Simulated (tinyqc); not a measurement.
Hopping conduction between localised states: one step, computed by the program tinyqc. Command: `OMP_NUM_THREADS=1 python tinyqc.py 3010262 3010263 out.jsonl hop walk`. One thread of a shared host (Intel(R) Xeon(R) Processor @ 2.30GHz), about 0.01 s of CPU time with the checks.

Energies are counted from the Fermi level. A small network shows the mechanism; the laws of an infinite system follow.

Task: Critical path. Critical exponent s_c: the smallest value such that bonds with s_ij <= s_c connect site 1 with site 6.

Inputs (values chosen for the exercise, for a model amorphous semiconductor): temperature T = 170 K.

Dimension: 2D.

s_ij:
```
[[0.00000, 4.22560, 7.46457, 11.69090, 16.78834, 18.14787],
 [4.22560, 0.00000, 4.48978, 9.02445, 13.52776, 15.62044],
 [7.46457, 4.48978, 0.00000, 5.50675, 10.28373, 12.17342],
 [11.69090, 9.02445, 5.50675, 0.00000, 5.18300, 6.73877],
 [16.78834, 13.52776, 10.28373, 5.18300, 0.00000, 5.57154],
 [18.14787, 15.62044, 12.17342, 6.73877, 5.57154, 0.00000]]
```

Give: critical exponent s_c.

Result:

critical exponent s_c = 5.5715
